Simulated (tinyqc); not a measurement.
Floating body of a partially depleted SOI transistor: body voltage and kink: one step of the calculation.

Source at 0 V. Channel current Ic = 2 nf K Vt^2 [F(0) - F(Vd)](1 + la Vd), F(V) = ln^2(1 + exp((Vg - VT - nf V)/(2 nf Vt))), VT = VT0 - gb Vb. Saturation voltage Vs = 2 Vt sqrt(F(0)) + 3 Vt, excess Ve = (Vd - Vs + sqrt((Vd - Vs)^2 + 0.0004 V^2))/2, multiplication M1 = Ai Ve exp(-Bl/Ve). Each junction passes D(v) = J1 (exp(v/Vt) - 1) + J2 (exp(v/(2 Vt)) - 1). Bipolar current Ib = bb J1 (exp(Vb/Vt) - 1). The body settles where M1 (Ic + Ib) = D(Vb) + D(Vb - Vd) + Vb/Rb; drain current Id = (1 + M1)(Ic + Ib) - D(Vb - Vd).

Question. Drain current with floating and with grounded body. Id and VT at the converged Vb, Id at Vb = 0, their ratio, and the bipolar share Ib/(Ic + Ib).

Values chosen for this exercise; values of the order met in partially depleted silicon-on-insulator transistors:
- T = 330 K (temperature)
- VT0 = 0.54 V (threshold at zero body voltage)
- gb = 0.1 (fall of the threshold per volt of body voltage)
- nf = 1.21 (slope factor)
- K = 300 uA/(V^2 um) (gain factor per width)
- la = 0.04 1/V (channel-length modulation factor)
- Ai = 3.53 1/V (impact-ionisation prefactor)
- Bl = 4.3 V (impact-ionisation voltage)
- J1 = 1.1e-11 uA/um (diffusion saturation current of each junction)
- J2 = 3.1e-7 uA/um (recombination saturation current of each junction)
- bb = 3 (gain of the lateral bipolar transistor on the diffusion current)
- Rb = 1e9 kohm um (resistance of a weak body tie to the source (1e9 stands for no tie, and the term is then dropped))
- Vg = 0.91 V (gate voltage)
- Vd = 1.1 V (drain voltage)

Constants: q = 1.602176634e-19 C, kB = 1.380649e-23 J/K, Vt = kB T/q. Results are converted to the units shown.

converged Vb = 0.63684914 V

Wanted: VT; Id, floating; Id, grounded; ratio; bipolar share.

Answer.

VT = 0.4763 V
Id, floating = 24.61 uA/um
Id, grounded = 17.85 uA/um
ratio = 1.379
bipolar share = 0.7158 %

The body rises to 0.637 V and lowers the threshold by 63.7 mV.

Range of the model: The multiplication law is an empirical form chosen for the exercise; self-heating and capacitive coupling to the body are left out, and the linear laws are rough once Vb passes about 0.7 V or M1 about 0.1.

tinyqc, about 0.2 s, one thread, Intel Xeon 2.30GHz (shared host): `OMP_NUM_THREADS=1 python tinyqc.py 2182076 2182077 out.jsonl`
